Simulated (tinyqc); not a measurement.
# Long-channel MOSFET, surface-potential model: two studies

n-channel transistor on a uniformly doped p-type body, gradual-channel approximation, constant mobility, Boltzmann statistics, full ionisation. Potentials are counted from the neutral body; V is the electron quasi-Fermi potential, Vsb at the source and Vsb + Vds at the drain. Charges are magnitudes per area.

Values chosen for this exercise; material values close to those of silicon:
- T = 300 K (temperature)
- Eg = 1.11 eV (band gap)
- eps_r = 11.7 (relative permittivity of the semiconductor)
- Nc = 2.75e19 cm^-3 (conduction-band density of states at T)
- Nv = 2.61e19 cm^-3 (valence-band density of states at T)
- Na = 3.1e15 cm^-3 (acceptor density of the body)
- eox = 3.87 (relative permittivity of the gate insulator)
- tox = 14 nm (insulator thickness)
- Vfb = -0.82 V (flat-band voltage)
- mu = 460 cm^2/(V s) (channel mobility)
- W = 5 um (gate width)
- L = 2 um (gate length)
- Vsb = 0.3 V (source-body reverse bias)
- Vgs = 0.37 V (gate-source voltage)
- Vds = 1.2 V (drain-source voltage)

Constants: q = 1.602176634e-19 C, kB = 1.380649e-23 J/K, Vt = kB T/q, eps0 = 8.8541878128e-14 F/cm where lengths are in cm. Results are converted to the units shown.

Each table varies one quantity; the others keep the values above.

## Effect of the insulator thickness

ni = sqrt(Nc Nv) exp(-Eg/(2 Vt)), Eg in volts; phiF = Vt ln(Na/ni); Cox = eps0 eox/tox; gamma = sqrt(2 q eps0 eps_r Na)/Cox. The surface potential psi at channel potential V solves Vgs + Vsb - Vfb - psi = gamma sqrt(G), G = psi - Vt + Vt exp((psi - 2 phiF - V)/Vt). Charge sheet: Qi = Cox gamma [sqrt(G) - sqrt(psi - Vt)]; I = mu (W/L) [integral of Qi dpsi from psi_0 to psi_L (drift) + Vt (Qi0 - QiL) (diffusion)], with psi_0 at V = Vsb and psi_L at V = Vsb + Vds. VT = Vfb + 2 phiF + gamma sqrt(2 phiF + Vsb), m = 1 + gamma/(2 sqrt(2 phiF + Vsb)). The swing is 20 mV/log10[I(VT - 0.14 V)/I(VT - 0.16 V)] of the charge-sheet current at the given Vds.

Results:

| tox (nm) | gamma (V^0.5) | VT (V) | m | swing (mV/decade) | I at Vgs, Vds (uA) |
|---|---|---|---|---|---|
| 4.7 | 0.04400 | -0.1360 | 1.023 | 62.07 | 43.83 |
| 8.5 | 0.07958 | -0.1015 | 1.041 | 63.29 | 22.60 |
| 11 | 0.1030 | -0.07875 | 1.053 | 64.09 | 16.08 |
| 15 | 0.1404 | -0.04242 | 1.072 | 65.37 | 9.995 |
| 21 | 0.1966 | 0.01208 | 1.101 | 67.28 | 5.248 |
| 28 | 0.2621 | 0.07566 | 1.135 | 69.50 | 2.521 |

Estimate the missing row, tox = 6.3 nm.

Computed row:

| tox (nm) | gamma (V^0.5) | VT (V) | m | swing (mV/decade) | I at Vgs, Vds (uA) |
|---|---|---|---|---|---|
| 6.3 | 0.05898 | -0.1214 | 1.030 | 62.58 | 32.12 |

With this row back in the table: As tox goes from 4.7 to 28 nm, VT rises from -0.136 to 0.0757 V, the swing rises from 62.1 to 69.5 mV a decade and the current falls from 43.8 to 2.52 uA. The swing is 2.0 % above m Vt ln 10 in the first row and 2.9 % above it in the last.

## Transfer curve from weak to strong inversion

Pao-Sah: Qi(V) = (Cox gamma/2) integral from 3 Vt to psi of exp((u - 2 phiF - V)/Vt)/sqrt(G(u, V)) du, and I = mu (W/L) integral of Qi dV from Vsb to Vsb + Vds. Square law: VT = Vfb + 2 phiF + gamma sqrt(2 phiF + Vsb), m = 1 + gamma/(2 sqrt(2 phiF + Vsb)), I = mu Cox (W/L) [(Vgs - VT) v - m v^2/2] with v the smaller of Vds and (Vgs - VT)/m, and zero below VT. gm = dI/dVgs of the charge-sheet current.

Transfer curve from weak to strong inversion:

| Vgs (V) | I, charge sheet (uA) | I, Pao-Sah (uA) | drift share (%) | gm/I (1/V) | I, square law (uA) |
|---|---|---|---|---|---|
| -0.25 | 1.192e-5 | 1.215e-5 | 0.002944 | 35.29 | 0 |
| -0.16 | 2.882e-4 | 2.930e-4 | 0.07131 | 35.46 | 0 |
| -0.08 | 0.004893 | 0.004973 | 1.187 | 35.14 | 0 |
| 0.01 | 0.09594 | 0.09873 | 16.62 | 29.11 | 0.4987 |
| 0.1 | 0.7585 | 0.7982 | 49.09 | 17.43 | 3.026 |
| 0.19 | 2.634 | 2.790 | 67.89 | 11.02 | 7.689 |
| 0.27 | 5.595 | 5.920 | 76.61 | 8.084 | 13.63 |
| 0.36 | 10.54 | 11.12 | 82.34 | 6.149 | 22.32 |
| 0.45 | 17.29 | 18.17 | 85.92 | 4.934 | 33.16 |

The charge-sheet current rises from 1.19e-5 to 17.3 uA. In the first row gm/I is 35.3 1/V, a swing of 65.2 mV a decade, against Vt ln 10 = 59.5 mV a decade for an ideal gate; in the last it is 4.93 1/V. Drift passes half of the current at Vgs = 0.19 V among the rows listed (VT = -0.0515 V). The charge sheet departs most from Pao-Sah at Vgs = 0.19 V, where it is 5.6 % below it. In the last row the square law is 83 % above Pao-Sah.

Computed by the program tinyqc: `OMP_NUM_THREADS=1 python tinyqc.py 2360099 2360100 out.jsonl`, one thread of a shared Intel Xeon 2.30GHz, about 0.04 s for the whole run.
